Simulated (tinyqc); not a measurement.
Tunnelling through a thin dielectric with one trap, as a tight-binding chain: sweeps and comparisons. A value that a table varies takes the place of the one given here.

Hopping -t everywhere, t = c/(m a^2), c = hbar^2/2m0; lead sites at 2t (band bottom 0), barrier sites 1 to N at 2t + phi, and site j has U besides. No voltage. Leads give S = -t exp(ika) on sites 1 and N, cos(ka) = 1 - E/(2t). T = (2 t sin(ka))^2 |G_1N|^2, G = (E - H - S)^-1. In the barrier cosh(q a) = 1 + (phi - E)/(2t).

Resonance: the lowest eigenvalue of H + S(E), iterated until its real part equals E (40 rounds from Eb = phi + 2t - sqrt(4t^2 + U^2), the level in an endless barrier). With v the normalised squared amplitudes of that state, Gamma_L = 2 t sin(ka) v_1, Gamma_R = 2 t sin(ka) v_N; Breit-Wigner T = Gamma_L Gamma_R/((E - Er)^2 + (Gamma_L + Gamma_R)^2/4).

Constants: hbar^2/2m0 = 3.80998211 eV angstrom^2.

Inputs chosen for the exercise (barrier and mass of the size used for Si3N4 on silicon; the results hold for these values, not for the real material): a = 2.5 angstrom (site spacing); m = 0.49 m0 (mass, the same in leads and barrier); phi = 2.22 eV (conduction edge of the barrier above that of the leads); N = 7 (barrier sites); j = 3 (site of the trap); U = -3.42 eV (extra energy on the trap site); E = 0.6 eV (electron energy).

## Transmission around the level

Er = 0.47441 eV

widths (meV): left 18.063, right 0.20179

Energies Er + x (Gamma_L + Gamma_R).

T:
```
x     E (eV)     chain  Breit-Wigner   no trap
-8.0  0.3283  8.62e-05      0.000170  2.12e-07
-3.0  0.4196  0.000940       0.00118  3.57e-07
-1.0  0.4561   0.00821       0.00874  4.35e-07
-0.5  0.4653    0.0213        0.0219  4.56e-07
0.0   0.4744    0.0437        0.0437  4.79e-07
0.5   0.4835    0.0229        0.0219  5.02e-07
1.0   0.4927   0.00958       0.00874  5.27e-07
3.0   0.5292   0.00152       0.00118  6.36e-07
8.0   0.6205  0.000320      0.000170  1.00e-06
```

What can be read from the table?

At Er the chain gives 0.0437, 9.12e+04 times the value without trap, and Breit-Wigner 0.0437. In the wings the single pole gives 1.97 times the chain value at x = -8 and 0.531 times at x = 8, because the widths and the level shift change with energy.

## Where a trap does most harm

The trap is moved through the barrier. The area under the resonance, 2 pi Gamma_L Gamma_R/(Gamma_L + Gamma_R), sets the current through it.

Against position:
```
j  Er (eV)  Gamma_L (meV)  Gamma_R (meV)    peak  area (meV)
3   0.4744           18.1          0.202  0.0437        1.25
4   0.4779           1.93           1.93    1.00        6.06
5   0.4744          0.202           18.1  0.0437        1.25
```

How do the results move?

The area is largest at j = 4 (6.06 meV) and 4.83 times smaller at j = 3: the slower of the two steps limits the current, so traps in the middle carry most. Each site towards a lead multiplies its width by about 9.36, close to exp(2 q a) = 9.45 at Eb.

## Direct against trap-assisted paths

N odd, the trap in the middle, j = (N + 1)/2. Direct T is that without trap at the energy Er; area = 2 pi Gamma_L Gamma_R/(Gamma_L + Gamma_R). The exponents are the slopes of the logarithms between the last two rows, per angstrom.

Against thickness:
```
N   N a (angstrom)  Er (eV)  direct T  area (meV)
5             12.5   0.4699  4.22e-05        56.2
7             17.5   0.4779  4.88e-07        6.06
9             22.5   0.4787  5.48e-09       0.643
11            27.5   0.4788  6.14e-11      0.0681
13            32.5   0.4788  6.88e-13     0.00720
15            37.5   0.4788  7.70e-15    0.000762
17            42.5   0.4788  8.62e-17    8.07e-05
```

exponents (1/angstrom): direct 0.8985, through the trap 0.4492

How do the results move?

The direct path falls as exp(-0.898 d) and the path through a central trap as exp(-0.449 d), 2.00 times more slowly, since each step crosses half the layer. From 5 to 17 sites the first loses 11.7 decades and the second 5.8: in thicker layers even few traps rule the leakage. Inelastic capture with phonons is left out.

## What each parameter does

Resonance and log10 T at E. Each row changes one parameter from the base and keeps the others.

Results:
```
case           Er (eV)  Gamma_L (meV)  Gamma_R (meV)  log10 T
base            0.4744          18.06         0.2018   -3.400
m = 0.451 m0    0.5590          25.28         0.3678   -2.218
phi = 2.32 eV   0.5753          18.86         0.2108   -2.196
N = 8           0.4745          18.07        0.02130   -4.344
j = 4           0.4779          1.930          1.930   -3.378
U = -3.317 eV   0.5579          20.46         0.2522   -2.480
```

How do the results move?

The largest shifts from the base row, up to three for each result and ties (the steps differ in size, so this ranks the rows, not the parameters). Er (eV): phi +0.1009, m +0.0846, U +0.0835. Gamma_L (meV): j -16.1, m +7.22, U +2.39. Gamma_R (meV): j +1.73, N -0.180, m +0.166. log10 T: phi +1.204, m +1.182, N -0.944.

Computed by tinyqc, a small Python program: `OMP_NUM_THREADS=1 python tinyqc.py 1452323 1452324 out.jsonl` (the numbers bound the seed that draws the inputs); one thread of a shared host (Intel(R) Xeon(R) Processor @ 2.30GHz), about 0.04 s for the whole set of steps.
